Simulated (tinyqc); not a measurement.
Undoped gate-all-around wire MOSFET, analytic charge model: two steps of the calculation.

An undoped round wire of radius R under an insulator shell and a surrounding gate; long channel, electrons only, n = ni exp((psi - V)/Vt) with V the quasi-Fermi potential (0 at the source, Vd at the drain), constant mobility, no quantisation. The radial Poisson equation gives n(r) = n(0)/(1 - (1 - b) r^2/R^2)^2 with b = Q0/(Q + Q0). Q is the electron charge per area of the wire surface.

Parameters, values chosen for the exercise; material values close to those of In0.53Ga0.47As:

| symbol | value | unit | meaning |
|---|---|---|---|
| T | 325 | K | temperature |
| Eg | 0.746 | eV | band gap |
| eps_r | 14.1 |  | relative permittivity of the semiconductor |
| Nc | 2.33e17 | cm^-3 | conduction-band density of states at T |
| Nv | 8.73e18 | cm^-3 | valence-band density of states at T |
| eox | 24.5 |  | relative permittivity of the gate insulator |
| tox | 14 | nm | insulator thickness |
| R | 3 | nm | wire radius |
| dphi | 0.25 | V | gate work function less that of the intrinsic body |
| Vg | 0.64 | V | gate voltage |

Constants: q = 1.602176634e-19 C, kB = 1.380649e-23 J/K, Vt = kB T/q, eps0 = 8.8541878128e-14 F/cm where lengths are in cm. Results are converted to the units shown.

Task 1. Constants of the wire. ni = sqrt(Nc Nv) exp(-Eg/(2 Vt)), Eg in volts; Cox = eps0 eox/(R ln(1 + tox/R)); Q0 = 4 eps0 eps_r Vt/R; V0 = dphi + Vt ln[8 eps0 eps_r Vt/(q ni R^2)].

Give: ni; Cox; Q0; V0.

Result 1.

ni = 2.345e12 cm^-3
Cox = 4.169 uF/cm^2
Q0 = 466.2 nC/cm^2
V0 = 0.6961 V

Task 2. Charge at the source by Newton steps in y = ln(Q/Q0). With V = 0 and Q = Q0 exp(y): f = Q/Cox + Vt y + Vt ln(1 + Q/Q0) - (Vg - V0); df/dy = Q/Cox + Vt (1 + Q/(Q + Q0)); y(new) = y - f/(df/dy).

y after iteration 1 = 0.86461310
Cox = 4.1686358 uF/cm^2
Q0 = 466.18987 nC/cm^2
V0 = 0.69610088 V

Find: Q; f; df/dy; y after iteration 2.

Result 2.

Q = 1107 nC/cm^2
f = 0.3799 V
df/dy = 0.3132 V
y after iteration 2 = -0.3482

Computed by the program tinyqc: `OMP_NUM_THREADS=1 python tinyqc.py 2460151 2460152 out.jsonl`, one thread of a shared Intel Xeon 2.30GHz, about 0.03 s for the whole run.
